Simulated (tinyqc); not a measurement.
Worked calculation: interface roughness in a thin film (subband fluctuation and scattering). Values are carried at full precision from step to step, so a last printed digit may differ when a step is redone from the rounded ones.

Square well of width t, barriers V0, c = hbar^2/2m0: E1 solves k t + 2 atan[(k/mz)/(kappa/mb)] = pi, k = sqrt(mz E/c), kappa = sqrt(mb (V0 - E)/c). One interface is rough, so the subband edge fluctuates by G dt with G = |dE1/dt| (central difference of 0.01 angstrom; 2 E1/t for hard walls).

Constants: hbar^2/2m0 = 3.80998211 eV angstrom^2; e^2/(4 pi eps0) = 14.39964547 eV angstrom; hbar = 6.58211957e-16 eV s.

Values chosen for the exercise (near those of a thin Si channel on (100), two-fold valleys; shifted at random, so the results belong to these values and not to a real crystal): t = 26 angstrom (film thickness); mz = 0.898 m0 (confinement mass); V0 = 3.16 eV (barrier); mb = 0.52 m0 (barrier mass); D = 1.2 angstrom (rms height of the roughness); md = 0.186 m0 (mass in the plane); gv = 2 (valleys); Lc = 38 angstrom (correlation length); Ns = 1.2 x 1e12/cm^2 (sheet density); eps = 7.9 (mean dielectric constant at the channel); Lg = 200 angstrom (gate length); Wg = 250 angstrom (gate width).

## Sensitivity of the level to thickness

Give E1, G, the hard-wall values and the rms fluctuation G D.

E1 = 54.29 meV
G = |dE1/dt| = 3.9068 meV/angstrom

hard walls: E1 (meV) and G (meV/angstrom): 61.944  4.765

G D = 4.69 meV

Hard walls overstate G by a factor 1.22, and the scattering rate, which goes as G^2, by 1.49.

## The angular integrand

Gaussian roughness spectrum S(q) = pi D^2 Lc^2 exp(-q^2 Lc^2/4). Degenerate gas, taken to fill one subband (the second starts to fill once c kF^2/md exceeds E2 - E1, which is not tested here): kF = sqrt(2 pi Ns/gv), q = 2 kF sin(theta/2), 1/tau = (md/(2 pi c hbar)) G^2 times the integral from 0 to pi of S(q)(1 - cos theta)/eps(q)^2 dtheta, eps(q) = 1 + qs/q with screening (qs = gv md q0/(c eps), q0 = e^2/(4 pi eps0), form factors left out, which overstates the screening; other scattering is left out too, so these values lie far above measured mobilities in all but the thinnest films) or 1 without; mobility = tau c2/md with c2 = e/m0 = 1.75882e15 cm^2/(V s^2); 1e12/cm^2 = 1e-4/angstrom^2.

kF, qs, and exp(-q^2 Lc^2/4)(1 - cos theta) without and with the factor 1/eps^2 at theta = 30, 60, ..., 180 degrees.

kF = 0.01942 1/angstrom
qs = 0.1780 1/angstrom

Integrand:

| theta | q (1/angstrom) | bare | eps(q) | screened |
|---|---|---|---|---|
| 30 | 0.0101 | 0.129 | 18.71 | 0.000369 |
| 60 | 0.0194 | 0.436 | 10.17 | 0.00422 |
| 90 | 0.0275 | 0.762 | 7.48 | 0.0136 |
| 120 | 0.0336 | 0.997 | 6.29 | 0.0252 |
| 150 | 0.0375 | 1.12 | 5.74 | 0.0340 |
| 180 | 0.0388 | 1.16 | 5.58 | 0.0372 |

kF Lc = 0.74: the roughness is short-ranged for these electrons, and back-scattering dominates.

## Scattering time and mobility

Integrate over theta.

Results:

| case | integral | tau (fs) | mobility (cm^2/(V s)) |
|---|---|---|---|
| bare | 2.109 | 402.9 | 3810 |
| screened | 0.05028 | 1.690e+04 | 1.598e+05 |

Screening raises the mobility by a factor 41.9. With it kF l = 397, so by this rate the carriers are far from localisation. G D = 4.7 meV is more than half of EF - E1 = 7.7 meV, though, which makes the Born rate doubtful.

## Threshold variation

Averaged over an area A = Lg Wg much larger than Lc^2, the thickness varies by D sqrt(pi Lc^2/A), so sigma(Vt) = G D Lc sqrt(pi/A)/e; the Pelgrom coefficient is sigma sqrt(A) (1 micrometre = 1e4 angstrom).

rms of the mean thickness = 0.361 angstrom
sigma(Vt) = 1.412 mV
coefficient = 0.0316 mV micrometre

The electrostatic effect of the thickness is left out.

## Checks

- G from the envelope at the wall, psi(t/2)^2 (E1 + c mz (kappa/mb)^2), against the difference quotient, meV/angstrom: both 3.907.
- Bare integral for Lc -> 0 against pi: both 3.1416.

Program tinyqc; command `OMP_NUM_THREADS=1 python tinyqc.py 1252716 1252717 out.jsonl`; about 0.01 s on one thread of a shared Intel(R) Xeon(R) Processor @ 2.30GHz.
